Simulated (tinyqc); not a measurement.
Kinetic Monte Carlo and master equation for a particle on a ring of sites with traps and bias. From D0 over the value without disorder back to scale factor s of the disorder. Computed by tinyqc, a small Python program. Command: `OMP_NUM_THREADS=1 python tinyqc.py 3029491 3029492 out.jsonl kmc inv`. One thread of a shared host (Intel(R) Xeon(R) Processor @ 2.30GHz), about 0.01 s of CPU time with the checks.

7 sites on a ring, numbered 1 to 7. The saddle between i and i+1 lies at E0 + s b_i and site i at s eps_i; a force F tilts the landscape, with the saddle half-way.

Inputs (values chosen for the exercise, for a model defect):

| quantity | value | unit |
|---|---|---|
| reference barrier E0 | 0.73 | eV |
| attempt frequency nu | 3.4 | THz |
| temperature T | 680 | K |
| site spacing a | 3.2 | angstrom |
| force F along the ring | 0.00039 | eV/angstrom |

Disorder: random barriers.

site energies eps_i (eV): 0  0  0  0  0  0  0

saddle shifts b_i between sites i and i+1 (eV): 0.022  -0.042  0.034  0.048  0.037  -0.015  0.064

Constants: k_B = 8.617333262e-05 eV/K.

Method. At zero force D0 = a^2 nu exp(-E0/(k_B T)) / [<exp(-s eps/(k_B T))> <exp(s b/(k_B T))>], with means over the ring; Einstein relation v = D0 F/(k_B T); 1 angstrom = 1e-8 cm.

Problem. A run gave the result below. Find the scale factor s of the disorder, known to lie between 0.81 and 1.7.

D0 over the value without disorder = 0.6311915

Solution.

Each step takes the trial c = (a f_b - b f_a)/(f_b - f_a), f being the result less the target and a, b, c the logarithms of the listed values; c replaces end b, the old b replaces a if the sign of f changed, and otherwise f_a is halved.

Scan of the range:

| scale factor s of the disorder | D0 over the value without disorder |
|---|---|
| 0.810 | 0.675728 |
| 0.917 | 0.633561 |
| 1.040 | 0.586596 |
| 1.170 | 0.539020 |
| 1.330 | 0.483732 |
| 1.500 | 0.429242 |
| 1.700 | 0.370946 |

False position (Illinois rule, in the logarithm of the input) inside the bracket:

| step | end a | end b | trial | D0 over the value without disorder |
|---|---|---|---|---|
| 1 | 0.91700 | 1.04000 | 0.922842 | 0.631292 |
| 2 | 1.04000 | 0.92284 | 0.923089 | 0.631196 |
| 3 | 1.04000 | 0.92309 | 0.923110 | 0.631188 |
| 4 | 0.92309 | 0.92311 | 0.923100 | 0.631192 |

D0 over the value without disorder falls at every point of a 13-point scan of the range (every second point is shown), so one value fits; it is bracketed by 0.917 and 1.04. Answer: scale factor s of the disorder = 0.9231.
